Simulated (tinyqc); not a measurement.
Thin film between two gates, subbands and threshold shift from confinement: one step of the calculation.

Undoped body with a flat potential across it, hard walls, transport along x. One isotropic valley (g = 1, mx = my = mz = me). Non-parabolicity enters the subband edges through E (1 + al E) = gamma, so E = 2 gamma/(1 + sqrt(1 + 4 al gamma)); motion within a subband is taken as parabolic with the band-edge mass. Energies are counted from the bulk band edge.

Task. Lowest subbands. gamma = C (pi k/(t + dl))^2/mz, C = hbar^2/(2 m0). List the 5 lowest, labelled by quantum numbers, with degeneracy g and N_k: N_k = g sqrt(mx my) m0 kB T/(pi hbar^2).

Parameters, values chosen for the exercise; masses close to those of InAs: temperature T = 300 K; mass at the band edge me = 0.0229 m0; non-parabolicity al = 2.6 1/eV; film thickness (along z) t = 10.1 nm; widening of the box by penetration into the insulator dl = 0.3 nm.

Constants: q = 1.602176634e-19 C, kB = 1.380649e-23 J/K, hbar = 1.054571817e-34 J s, m0 = 9.1093837015e-31 kg, Vt = kB T/q, hbar^2/(2 m0) = 0.0380998212 eV nm^2. Results are converted to the units shown.

Give: E_k; g; N_k.

Result.

E_k, subband 1 to 5 (eV): [0.1165, 0.3278, 0.5577, 0.7932, 1.031]
g, subband 1 to 5: [1, 1, 1, 1, 1]
N_k, subband 1 to 5 (cm^-2): [2.473e11, 2.473e11, 2.473e11, 2.473e11, 2.473e11]

Range of the model: Non-parabolicity also makes carriers heavier within each subband, which is left out, so densities of states are understated at high energy. Levels near or above 1 eV lie beyond real barriers and upper valleys; they are listed for the hard-wall model only.

Computed by the program tinyqc: `OMP_NUM_THREADS=1 python tinyqc.py 2350078 2350079 out.jsonl`, one thread of a shared Intel Xeon 2.30GHz, about 0.02 s for the whole run.
